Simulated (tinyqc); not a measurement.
Inside a calculation. Model: transfer-length model of a contact.

Computed by the program tinyqc: `OMP_NUM_THREADS=1 python tinyqc.py 2760128 2760129 out.jsonl`, one thread of a shared Intel Xeon 2.30GHz, about 0.01 s for the whole run. Printed values are rounded.

A metal contact of length d and width W on a thin layer of the same width. The metal has no resistance, the sheet resistance under it equals Rsh, and current enters the layer at the front edge x = 0.

Inputs (values chosen for the exercise):

| symbol | value | unit | meaning |
|---|---|---|---|
| d | 3.3 | um | contact length |
| W | 240 | um | contact width |

## Straight-line fit

| gap | L (um) | R_T (ohm) |
|---|---|---|
| 1 | 8.7 | 3.0408 |
| 2 | 18 | 3.8933 |
| 3 | 38 | 5.7266 |
| 4 | 78 | 9.3933 |
| 5 | 160 | 16.91 |

Pairs of such contacts at gaps L have R_T = Rsh L/W + 2 Rc. The values of R_T were made from Rsh and rc and are treated as data. Least squares: slope = sum (L - mean L)(R_T - mean R_T)/sum (L - mean L)^2, intercept = mean R_T - slope mean L. Rsh = slope W, Rc = intercept/2, and A = Rc/slope is half the distance from the origin to the zero of the line.

slope = 0.09166693 ohm/um
intercept = 2.243284 ohm
Rsh = 22.00006 ohm/sq
Rc = 1.121642 ohm
A = 12.23606 um

## Iteration 1: transfer length

Lt at the start = 12.23606 um

A = Lt coth(d/Lt) is solved for Lt, starting from Lt = A. Lt(new) = sqrt(Lt A tanh(d/Lt)), the geometric mean of the old value and the plain step.

Lt after iteration 1 = 6.279145 um

## Iteration 2: transfer length

As before.

Lt after iteration 2 = 6.085296 um

## Course of the iteration

Stop when Lt changes by less than 1e-9 of itself, or after 40 iterations.

Course of the iteration:

| iteration | Lt (um) | relative change |
|---|---|---|
| 1 | 6.279145 | 0.487 |
| 2 | 6.085296 | 0.0309 |
| 3 | 6.069339 | 2.62e-3 |
| 4 | 6.067964 | 2.26e-4 |
| 5 | 6.067845 | 1.96e-5 |
| 6 | 6.067835 | 1.69e-6 |
| 7 | 6.067834 | 1.47e-7 |
| 8 | 6.067834 | 1.27e-8 |
| 9 | 6.067834 | 1.10e-9 |
| 10 | 6.067834 | 9.48e-11 |

Converged in 10 iterations.

## Contact resistivity

converged Lt = 6.067834 um

rc = Rsh Lt^2. Short cuts: Rsh A^2 (long contact, Lt = A) and Rc W d (short contact, even current).

rc = 8.100118e-6 ohm cm^2
Rsh A^2 = 3.293874e-5 ohm cm^2
Rc W d = 8.883404e-6 ohm cm^2

The extracted rc is within 0.01 % of the value 8.1e-6 ohm cm^2 that made the data. The long-contact form is 4.07 times the extracted value and the short-contact form 9.7 % above it; both can only overstate it.
